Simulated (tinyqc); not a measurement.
Worked calculation: Landau-Devonshire theory of a uniaxial ferroelectric. Computed by tinyqc, a small Python program that keeps every step. Command: `OMP_NUM_THREADS=1 python tinyqc.py 3024581 3024582 out.jsonl ferro walk`. One thread of a shared host (Intel(R) Xeon(R) Processor @ 2.30GHz), about 0.01 s of CPU time with the checks. Intermediate numbers are printed to about 6 digits and carried at full precision; extremes and crossings named in words are read from the listed rows.

G(P) = (alpha/2) P^2 + (beta*/4) P^4 + (gamma/6) P^6 - E P per volume, SI units, one domain, P along the polar axis, which is normal to the film.

Inputs (values chosen for the exercise, for a model ferroelectric): alpha_0 = 699000 J m/(C^2 K); Curie-Weiss temperature T0 = 510 K; beta = -1.94e+09 J m^5/C^4; gamma = 8.63e+09 J m^9/C^6; temperature T = 399 K; misfit strain u_m = -0.0032; electrostriction Q12 = -0.047 m^4/C^2; compliance s11 + s12 = 4.6e-12 m^2/N; applied field E = 8.1 MV/m; film thickness d = 3 nm; screening length lambda = 0.038 nm; background permittivity eps_b = 7; gradient coefficient g = 2.5e-11 J m^3/C^2; series capacitance C_d = 1.3 microfarad/cm^2; start of Newton steps P0/Ps = 2.

Sample: epitaxial film.

Constants: eps_0 = 8.8541878128e-12 F/m.

## Coefficients at T

alpha = alpha_0 (T - T0*), with clamping: T0* = T0 + 4 Q12 u_m/(alpha_0 (s11 + s12)), beta* = beta + 4 Q12^2/(s11 + s12).

T0* = 697.100 K

alpha = -2.08372e+08 J m/C^2

beta* = -1.91304e+07 J m^5/C^4

Compression raises T0 by 187 K. beta* < 0: the transition is of first order.

## Spontaneous polarisation, susceptibility, coercive field

Ps^2 = [-beta* + sqrt(beta*^2 - 4 alpha gamma)]/(2 gamma). chi = 1/(eps_0 G''), G'' = alpha + 3 beta* P^2 + 5 gamma P^4 at Ps. Ps, chi and the coercive field are for perfect screening, without a depolarising field. The intrinsic coercive field is |alpha P + beta* P^3 + gamma P^5| at the P_c where G'' = 0. 1 C/m^2 = 100 microcoulomb/cm^2.

spontaneous polarisation Ps = 39.5600 microcoulomb/cm^2

susceptibility chi = 134.538

well depth G(Ps) = -10.9090 MJ/m^3

P_c = 26.4876 microcoulomb/cm^2

intrinsic coercive field = 44.2963 MV/m

P_c/Ps = 0.670, above the 0.577 of a quartic well, as the sixth-order term matters. Real switching runs by domain nucleation at far lower fields.

## Temperatures of the first-order transition

T_C = T0* + 3 beta*^2/(16 alpha_0 gamma); the polar phase survives up to T1 = T0* + beta*^2/(4 alpha_0 gamma); at T_C Ps^2 = -3 beta*/(4 gamma); latent heat = (1/2) alpha_0 T_C Ps^2.

transition temperature T_C = 697.111 K

superheating limit T1 = 697.115 K

jump of Ps = 4.07744 microcoulomb/cm^2

latent heat = 0.405065 MJ/m^3

Thermal hysteresis can span at most T1 - T0* = 0.0 K.

## Polarisation in the field by Newton steps

Solve G'(P) = alpha P + beta* P^3 + gamma P^5 - E = 0 by P(new) = P - G'/G'' from P0; stop when the step is below 1e-11 C/m^2 (G' under 1e-6 MV/m is shown as 0).

Newton steps:
```
step  P (microcoulomb/cm^2)    G' (MV/m)  G'' (MJ m/C^2)
1                   79.1199  2.49328e+03         16664.9
2                   64.1587  7.91345e+02          7079.4
3                   52.9807  2.38903e+02          3175.3
4                   45.4568  6.28810e+01          1622.1
5                   41.5804  1.11473e+01          1071.5
6                   40.5401  6.52273e-01           947.7
7                   40.4713  2.70809e-03           939.9
8                   40.4710            0           939.8
9                   40.4710            0           939.8
```

P at the end of the steps = 40.4710 microcoulomb/cm^2

1/(eps_0 G'') there = 120.172

The linear estimate Ps + eps_0 chi E gives 40.525; the field lowers chi by 10.7 %.

## The 180-degree wall

With the term (g/2) (dP/dx)^2, (g/2) P'^2 = G(P) - G(Ps) across the wall: energy = int_(-Ps)^(Ps) sqrt(2 g [G(P) - G(Ps)]) dP (40 Gauss-Legendre points); width = 2 Ps over the slope at P = 0, sqrt(2 |G(Ps)|/g). Elastic coupling inside the wall is left out.

wall energy = 12.9117 mJ/m^2

wall width = 0.846930 nm

## A capacitor with imperfect screening

Between shorted electrodes with screening length lambda each, the depolarising field is -k P, k = 2 lambda/(eps_0 (d + 2 lambda eps_b)), so alpha turns into alpha + k. The polar state is the lowest uniform state while alpha + k < 0 (beta* > 0) or < 3 beta*^2/(16 gamma) (beta* < 0); setting the equality gives the critical thickness d_c.

depolarising coefficient k = 2.43021e+09 J m/C^2

polarisation of the film = 0 microcoulomb/cm^2

size of the depolarising field = 0 MV/m

critical thickness d_c = 40.6597 nm

The film is thinner than d_c, so the uniform polar state is not the lowest one; a real film may break into domains or be non-polar.

## Thickness series

Domains are left out, though they can pre-empt both the loss of P and the state at P = 0. The second and third columns are for the shorted capacitor, polar only where it is the lowest uniform state: alpha + k < 0 (beta* > 0) or < 3 beta*^2/(16 gamma) (beta* < 0). The last column is another circuit, the film in series with C_d at P = 0: 1/C = (alpha d)/(1 + alpha eps_0 eps_b) + 1/C_d, and P = 0 is locally stable while 1/C > 0; a dash marks the rest.

Against thickness:
```
d (nm)  P (microcoulomb/cm^2)  depolarising field (MV/m)  C of the stack / C_d
1                      0.0000                     0.0000               1.00275
2                      0.0000                     0.0000               1.00552
3                      0.0000                     0.0000               1.00830
5                      0.0000                     0.0000               1.01391
8                      0.0000                     0.0000               1.02245
15                     0.0000                     0.0000               1.04293
30                     0.0000                     0.0000               1.08971
60                    29.8235                    42.2900               1.19711
150                   36.5435                    20.8375               1.69964
```

The polar state appears between 30 and 60 nm (d_c = 40.7 nm), and at 150 nm P is 92.4 % of Ps. The stack exceeds C_d wherever it is stable, up to 1.70 times: the ferroelectric held at P = 0 acts as a negative capacitance.

Checks made by the program: Ps against a numerical root of G'(P)/P (relative difference below 1e-10).
